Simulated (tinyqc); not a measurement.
Tunnelling through a gate dielectric, WKB transmission and Tsu-Esaki current: effect of temperature.

Electrons leave the emitter at x = 0. Energies E (motion across the layers) are in eV from the emitter Fermi level; the collector Fermi level lies at -V and offers states at every E. No charge in the dielectric and no image force: F1 = V/t1, U = phi1 - F1 x. With C = hbar^2/(2 m0), kappa = sqrt(m (U - E)/C) where U > E and 0 elsewhere; T(E) = exp(-S), S = 2 times the integral of kappa over x.

Each layer adds (2/F) sqrt(m/C) [G(u at its left edge) - G(u at its right edge)] to S, with u = U - E (0 where negative) and G(u) = (2/3) u^1.5. J = J0 times the integral of T(E) N(E) dE, N = ln[(1 + exp(-E/Vt))/(1 + exp((-E - V)/Vt))], J0 = q^2 me m0 kB T/(2 pi^2 hbar^3) (times 1e-4 for A/cm^2 per eV), from E = -Ef to far above the barrier (T = 1 there), by quadrature converged to the digits shown. The share over the barrier is that of energies above the highest band edge; 0 means below 1e-6 %.

Parameters, values chosen for the exercise; dielectric values close to those of silicon dioxide:
```
symbol  value  unit                                                        meaning
Ef       0.39    eV              Fermi energy of the emitter above its band bottom
me          1    m0                            emitter mass in the supply function
phi1     2.97    eV  barrier of layer 1 above the emitter Fermi level at zero bias
m1        0.5    m0                                     tunnelling mass of layer 1
t1        3.1    nm                                           thickness of layer 1
V         1.4     V                                  voltage across the dielectric
```

Constants: q = 1.602176634e-19 C, kB = 1.380649e-23 J/K, hbar = 1.054571817e-34 J s, m0 = 9.1093837015e-31 kg, Vt = kB T/q, hbar^2/(2 m0) = 0.0380998212 eV nm^2. Results are converted to the units shown.

Results:
```
T (K)  J (A/cm^2)  mean E of the current (eV)  share over the barrier (%)
50       5.402e-7                     -0.1914                           0
100      5.436e-7                     -0.1902                           0
200      5.577e-7                     -0.1852                           0
400      6.184e-7                     -0.1643                           0
500      6.695e-7                     -0.1473                           0
600      7.397e-7                     -0.1244                           0
750      9.005e-7                    -0.07085                     8.28e-5
```

Estimate the missing row, T = 300 K.

Computed row:
```
T (K)  J (A/cm^2)  mean E of the current (eV)  share over the barrier (%)
300      5.820e-7                     -0.1767                           0
```

With this row back in the table: Between 50 and 300 K the current changes by a factor of 1.08, and between 300 and 750 K by 1.55; the mean energy of the current rises from -0.191 to -0.0708 eV. The transmission grows by a factor e over d = 0.133 eV near E = 0, equal to kB T/q at 1540 K: far below that temperature the thermal tail adds little.

tinyqc, about 0.03 s, one thread, Intel Xeon 2.30GHz (shared host): `OMP_NUM_THREADS=1 python tinyqc.py 2540083 2540084 out.jsonl`
